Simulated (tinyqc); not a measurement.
# Floating body of a partially depleted SOI transistor: body voltage and kink, step by step

Computed by the program tinyqc: `OMP_NUM_THREADS=1 python tinyqc.py 2182015 2182016 out.jsonl`, one thread of a shared Intel Xeon 2.30GHz, about 0.2 s for the whole run. Printed values are rounded.

Source at 0 V. Channel current Ic = 2 nf K Vt^2 [F(0) - F(Vd)](1 + la Vd), F(V) = ln^2(1 + exp((Vg - VT - nf V)/(2 nf Vt))), VT = VT0 - gb Vb. Saturation voltage Vs = 2 Vt sqrt(F(0)) + 3 Vt, excess Ve = (Vd - Vs + sqrt((Vd - Vs)^2 + 0.0004 V^2))/2, multiplication M1 = Ai Ve exp(-Bl/Ve). Each junction passes D(v) = J1 (exp(v/Vt) - 1) + J2 (exp(v/(2 Vt)) - 1). Bipolar current Ib = bb J1 (exp(Vb/Vt) - 1). The body settles where M1 (Ic + Ib) = D(Vb) + D(Vb - Vd) + Vb/Rb; drain current Id = (1 + M1)(Ic + Ib) - D(Vb - Vd).

Inputs (values chosen for the exercise); values of the order met in partially depleted silicon-on-insulator transistors:
- T = 330 K (temperature)
- VT0 = 0.35 V (threshold at zero body voltage)
- gb = 0.21 (fall of the threshold per volt of body voltage)
- nf = 1.19 (slope factor)
- K = 330 uA/(V^2 um) (gain factor per width)
- la = 0.1 1/V (channel-length modulation factor)
- Ai = 3.46 1/V (impact-ionisation prefactor)
- Bl = 4.8 V (impact-ionisation voltage)
- J1 = 1.2e-12 uA/um (diffusion saturation current of each junction)
- J2 = 4.8e-9 uA/um (recombination saturation current of each junction)
- bb = 0 (gain of the lateral bipolar transistor on the diffusion current)
- Rb = 1e9 kohm um (resistance of a weak body tie to the source (1e9 stands for no tie, and the term is then dropped))
- Vg = 0.32 V (gate voltage)
- Vd = 2.3 V (drain voltage)

Constants: q = 1.602176634e-19 C, kB = 1.380649e-23 J/K, Vt = kB T/q. Results are converted to the units shown.

Range of the model: The multiplication law is an empirical form chosen for the exercise; self-heating and capacitive coupling to the body are left out, and the linear laws are rough once Vb passes about 0.7 V or M1 about 0.1.

## Starting value

Vb = 0.87 V.

Vb at the start = 0.87 V

## Iteration 1: new Vb

Current into the body I_in = M1 (Ic + Ib) - D(Vb - Vd), current out I_out = D(Vb) + Vb/Rb; f = ln(I_in/I_out), s = df/dVb by central differences over 1e-5 V, Vb(new) = Vb - f/s.

Ic = 4.33560 uA/um
Ve = 2.08075 V
M1 = 0.716870
I_in = 3.10806 uA/um
I_out = 23.2415 uA/um
f = -2.01194
s = -33.0187 1/V
Vb after iteration 1 = 0.809067 V

## Iteration 2: new Vb

As before.

Ic = 3.73407 uA/um
Ve = 2.09039 V
M1 = 0.727895
I_in = 2.71801 uA/um
I_out = 2.73176 uA/um
f = -0.00504504
s = -32.8461 1/V
Vb after iteration 2 = 0.808913 V

## Course of the iteration

Stop when the step is below 1e-10 V, or after 40 iterations.

Course of the iteration:
```
iteration  Vb before the step (V)  step (V)
1                            0.87   -0.0609
2                        0.809067  -1.54e-4
3                        0.808913  -1.16e-9
4                        0.808913         0
```

Converged in 4 iterations.

## Drain current with floating and with grounded body

converged Vb = 0.808913 V

Id and VT at the converged Vb, Id at Vb = 0, their ratio, and the bipolar share Ib/(Ic + Ib).

VT = 0.180128 V
Id, floating = 6.44968 uA/um
Id, grounded = 0.353892 uA/um
ratio = 18.2250
bipolar share = 0.00000 %

The body rises to 0.809 V and lowers the threshold by 170 mV.
